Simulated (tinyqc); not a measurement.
Raising U: Hubbard chain of 3 sites, mean field against exact. Computed by the program tinyqc. 

one-body matrix (hopping and site energies) (eV):
```
         1        2        3
1   0.0000  -1.4600   0.0000
2  -1.4600   0.0000  -1.4600
3   0.0000  -1.4600   0.0000
```

electrons, up and down: 2  1

Collinear unrestricted mean field (the lowest of 40 random starts) against exact diagonalisation.

Exact and mean-field results (eV):

| U | U/t | E exact | E mean field | mean \|n_up - n_down\| | double occupancy, exact | first gap in the sector |
|---|---|---|---|---|---|---|
| 0.730 | 0.500 | -3.69489 | -3.67790 | 0.367 | 0.188 | 1.963 |
| 1.460 | 1.000 | -3.30477 | -3.23885 | 0.413 | 0.168 | 1.845 |
| 2.920 | 2.000 | -2.65733 | -2.43333 | 0.556 | 0.129 | 1.589 |
| 4.380 | 3.000 | -2.16861 | -1.81451 | 0.729 | 0.096 | 1.349 |
| 5.840 | 4.000 | -1.80466 | -1.40848 | 0.837 | 0.072 | 1.148 |
| 8.760 | 6.000 | -1.32383 | -0.95905 | 0.926 | 0.042 | 0.862 |
| 11.680 | 8.000 | -1.03326 | -0.72412 | 0.958 | 0.026 | 0.679 |
| 17.520 | 12.000 | -0.71066 | -0.48495 | 0.981 | 0.013 | 0.471 |
| 29.200 | 20.000 | -0.43370 | -0.29163 | 0.993 | 4.85e-03 | 0.288 |

In absolute terms mean field is worst at U/t = 4.0, 0.396 eV too high: at small U it is nearly exact, and at large U it misses only exchange-scale energies. Relative to the exact energy its error is 0.5 % at the smallest U, 33 % at most and 33 % at the largest. The double occupancy falls from 0.188 to 0.005; at the largest U the first gap is 0.99 times the exchange scale 4t^2/U.
